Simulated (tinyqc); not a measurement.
Lifetime from the storage time.

Question. In the charge-control model of a long diode dQ/dt = -Ir - Q/tau after the current is switched from If to -Ir, with Q(0) = If tau; the storage time ends at Q = 0. Find tau, the stored charge and the share of it that leaves through the terminals.

forward and reverse current (mA): [14, 13]
storage time = 39.467925 ns

Answer. Integrating gives ts = tau ln(1 + If/Ir). The extracted charge is Ir ts; the rest recombines.

tau = 54.0 ns
stored charge = 0.756 nC
share extracted = 67.9 %

Numbers from tinyqc (`OMP_NUM_THREADS=1 python tinyqc.py 2230109 2230110 out.jsonl`; about 0.01 s on one thread of a shared Intel Xeon 2.30GHz).
